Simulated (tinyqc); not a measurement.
Inside a calculation. Model: bandgap voltage reference from two bipolar transistors.

Numbers from tinyqc (`OMP_NUM_THREADS=1 python tinyqc.py 2062094 2062095 out.jsonl`; about 0.03 s on one thread of a shared Intel Xeon 2.30GHz). Printed values are rounded.

Two transistors of area 1 and N carry the same current I. Is(T) = Is (T/T0)^eta exp[(Vg0 q/kB)(1/T0 - 1/T)], VBE1 = Vt ln(I/Is(T)) + I rb, VBE2 = Vt ln(I/(N Is(T))) + I rb/N. The amplifier forces I R1(T) = VBE1 - VBE2 + Vos, with R(T) = R (1 + tc (T - T0)) for both resistors, and the output is Vref = VBE1 + I R2(T). Base currents and the Early effect are neglected.

Parameters, values chosen for the exercise; values of the order met in silicon bipolar transistors:

| symbol | value | unit | meaning |
|---|---|---|---|
| T0 | 298 | K | reference temperature |
| Vg0 | 1.202 | V | band-gap voltage extrapolated to 0 K |
| eta | 4.2 |  | temperature exponent of the saturation current |
| Is | 1.4e-16 | A | saturation current of the unit transistor at T0 |
| N | 8 |  | area ratio of the second transistor |
| R1 | 15 | kohm | resistor across which the difference of VBE falls, at T0 |
| tc | 1200 | ppm/K | temperature coefficient of both resistors |
| Vos | 0 | mV | offset of the amplifier |
| rb | 13 | ohm | series resistance of the unit transistor |
| R2 | 201.8 | kohm | output resistor at T0 |
| T | 273 | K | temperature |

Constants: q = 1.602176634e-19 C, kB = 1.380649e-23 J/K. Results are converted to the units shown.

## Operating point at the reference temperature

Vt = kB T/q; I = (Vt ln N + Vos)/(R1(T) - rb (1 - 1/N)). Evaluate at T = T0.

Vt = 0.0256797 V
I = 3.56266 uA
Is(T) = 1.4e-16 A
VBE1 = 0.615328 V
I R2 = 0.718944 V
Vref = 1.33427 V

## Operating point at another temperature

Vt = kB T/q; I = (Vt ln N + Vos)/(R1(T) - rb (1 - 1/N)).

Vt = 0.0235253 V
I = 3.36480 uA
Is(T) = 1.33273e-18 A
VBE1 = 0.671860 V
I R2 = 0.658646 V
Vref = 1.33051 V

From T0 to T, VBE1 changes by 56.5 mV and I R2 by -60.3 mV, which leaves -3.77 mV in Vref.

## Resistor for zero slope at T0, ideal case

With tc = 0, Vos = 0 and rb = 0 the current is proportional to T, dVBE/dT = (VBE - Vg0 - (eta - 1) Vt)/T, and Vref has zero slope at T0 when Vref = Vg0 + (eta - 1) Vt0. Find VBE1, its slope, that Vref, R2/R1 and the curvature d2Vref/dT2 = -(eta - 1) kB/(q T0).

VBE1 = 0.615262 V
dVBE/dT = -2.24467 mV/K
Vref = 1.28417 V
R2/R1 = 12.5266
curvature = -0.925351 uV/K^2
